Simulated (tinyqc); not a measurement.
Floating body of a partially depleted SOI transistor: body voltage and kink: transfer curve and swing.

Source at 0 V. Channel current Ic = 2 nf K Vt^2 [F(0) - F(Vd)](1 + la Vd), F(V) = ln^2(1 + exp((Vg - VT - nf V)/(2 nf Vt))), VT = VT0 - gb Vb. Saturation voltage Vs = 2 Vt sqrt(F(0)) + 3 Vt, excess Ve = (Vd - Vs + sqrt((Vd - Vs)^2 + 0.0004 V^2))/2, multiplication M1 = Ai Ve exp(-Bl/Ve). Each junction passes D(v) = J1 (exp(v/Vt) - 1) + J2 (exp(v/(2 Vt)) - 1). Bipolar current Ib = bb J1 (exp(Vb/Vt) - 1). The body settles where M1 (Ic + Ib) = D(Vb) + D(Vb - Vd) + Vb/Rb; drain current Id = (1 + M1)(Ic + Ib) - D(Vb - Vd).

Rows with more than one solution for Vb (latch) are left out; dId/dVd by a forward difference over 1e-4 V, swing = 1e-4 V over the change of log10 Id; M1 under 1e-12 is printed as 0.

Values chosen for this exercise; values of the order met in partially depleted silicon-on-insulator transistors:
- T = 358 K (temperature)
- VT0 = 0.45 V (threshold at zero body voltage)
- gb = 0.23 (fall of the threshold per volt of body voltage)
- nf = 1.34 (slope factor)
- K = 430 uA/(V^2 um) (gain factor per width)
- la = 0.09 1/V (channel-length modulation factor)
- Ai = 2.22 1/V (impact-ionisation prefactor)
- Bl = 7.1 V (impact-ionisation voltage)
- J1 = 6.7e-10 uA/um (diffusion saturation current of each junction)
- J2 = 3.4e-8 uA/um (recombination saturation current of each junction)
- bb = 0.5 (gain of the lateral bipolar transistor on the diffusion current)
- Rb = 1e5 kohm um (resistance of a weak body tie to the source (1e9 stands for no tie, and the term is then dropped))
- Vd = 1.5 V (drain voltage)

Constants: q = 1.602176634e-19 C, kB = 1.380649e-23 J/K, Vt = kB T/q. Results are converted to the units shown.

Result of one run:
```
Vg (V)	Vb (V)	M1	Id, floating (uA/um)	Id, grounded (uA/um)	ratio	swing, floating (mV/decade)	swing, grounded (mV/decade)
0.7	0.5843	0.004393	27.19	11.84	2.298	449.5	307.9
```

What becomes of these results when the gate voltage Vg is changed from 0.7 to 0.4 V, all else the same?

Result of the changed run:
```
Vg (V)	Vb (V)	M1	Id, floating (uA/um)	Id, grounded (uA/um)	ratio	swing, floating (mV/decade)	swing, grounded (mV/decade)
0.4	0.5331	0.01431	1.908	0.2407	7.927	149.0	117.6
```

The whole series:
```
Vg (V)	Vb (V)	M1	Id, floating (uA/um)	Id, grounded (uA/um)	ratio	swing, floating (mV/decade)	swing, grounded (mV/decade)
0	5.017e-5	0.02012	2.372e-5	2.371e-5	1.000	95.51	95.53
0.1	5.229e-4	0.02006	2.641e-4	2.634e-4	1.003	95.62	95.89
0.2	0.005759	0.01988	0.002952	0.002861	1.032	94.48	97.48
0.3	0.08326	0.01916	0.04429	0.02892	1.531	61.34	102.6
0.4	0.5331	0.01431	1.908	0.2407	7.927	149.0	117.6
0.5	0.5657	0.01034	6.601	1.368	4.825	232.2	153.5
0.6	0.5798	0.006936	15.05	4.863	3.095	335.6	218.3
0.7	0.5843	0.004393	27.19	11.84	2.298	449.5	307.9
0.8	0.5824	0.002622	42.86	22.58	1.898	568.0	412.0
```

Vb goes from 5.02e-5 through a maximum of 0.584 (at Vg = 0.7 V among the rows listed) to 0.582 V. The smallest swing among the rows is 61.3 mV a decade with a floating body (at Vg = 0.3 V) and 95.5 with a grounded one; Vt ln 10 = 71.0. The floating swing is smaller by more than 3 % for Vg = 0.2, 0.3 V, where the rising Vb lowers the threshold as Vg rises. In the first row the floating body raises the current by a factor of 1.00.

Range of the model: The multiplication law is an empirical form chosen for the exercise; self-heating and capacitive coupling to the body are left out, and the linear laws are rough once Vb passes about 0.7 V or M1 about 0.1.

Program tinyqc, `OMP_NUM_THREADS=1 python tinyqc.py 2182140 2182141 out.jsonl`; Intel Xeon 2.30GHz, shared host, one thread, about 0.2 s.
